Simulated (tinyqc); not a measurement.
Stark shift: stepped quantum well by finite differences.

Finite differences on points z_i at the centres of cells of width h: H_ii = (c/h^2)(1/m_(i-1/2) + 1/m_(i+1/2)) + V_i, H_(i,i+1) = -(c/h^2)/m_(i+1/2), where m_(i+1/2) is the mean of the masses at the two points (the end values are repeated outwards), psi = 0 on the points beyond both ends, c = hbar^2/2m0. The field adds e F (z - z0) with z0 the middle of the structure; 1 kV/cm = 1e-5 eV/angstrom.

Constants: hbar^2/2m0 = 3.80998211 eV angstrom^2.

Parameters, chosen for this exercise (out of a larger set: near those of a GaAs well in AlGaAs; not measured data):

| symbol | value | unit | meaning |
|---|---|---|---|
| layers | ((69, 0.316, 0.0994), (46, 0, 0.0669), (69, 0.155, 0.0828), (69, 0.316, 0.0994)) |  | each layer: thickness in angstrom, band edge in eV, mass in m0 |
| hf | 1.4375 | angstrom | cell width of the fine grid |
| Fs | (0, 11.7, 23.3, 35, 46.7, 58.3, 70) | kV/cm | fields |

Fine grid. Perturbation theory: dE1 = e F z_11 - beta (e F)^2 with beta = sum_j z_1j^2/(E_j - E_1) over the 13 next levels at zero field, z from z0.

Levels against field:

| F (kV/cm) | E1 (eV) | E2 (eV) | dE1 (meV) | second order (meV) | <z - z0> (angstrom) | E2 - E1 (meV) |
|---|---|---|---|---|---|---|
| 0 | 0.0774 | 0.2026 | 0.00 | 0.00 | -29.6 | 125.2 |
| 11.7 | 0.0739 | 0.2047 | -3.49 | -3.49 | -30.1 | 130.8 |
| 23.3 | 0.0704 | 0.2065 | -7.00 | -7.01 | -30.5 | 136.1 |
| 35.0 | 0.0668 | 0.2081 | -10.60 | -10.62 | -31.0 | 141.3 |
| 46.7 | 0.0632 | 0.2094 | -14.25 | -14.28 | -31.4 | 146.2 |
| 58.3 | 0.0595 | 0.2104 | -17.93 | -17.98 | -31.9 | 150.9 |
| 70.0 | 0.0557 | 0.2110 | -21.68 | -21.77 | -32.3 | 155.3 |

z_11 = -29.56 angstrom
beta = 2210 angstrom^2/eV

The state sits -29.6 angstrom off the middle at zero field, so the shift starts linearly in F. At 70 kV/cm E1 has moved by -21.68 meV, where second order gives -21.77 meV; they differ by 0.4 % there. The electron moves by -2.7 angstrom, against the rise of the potential. E2 - E1 grows with the field; the ends are 125.2 and 155.3 meV.

tinyqc: `OMP_NUM_THREADS=1 python tinyqc.py 1252390 1252391 out.jsonl`; about 0.01 s, one thread, shared Intel(R) Xeon(R) Processor @ 2.30GHz.
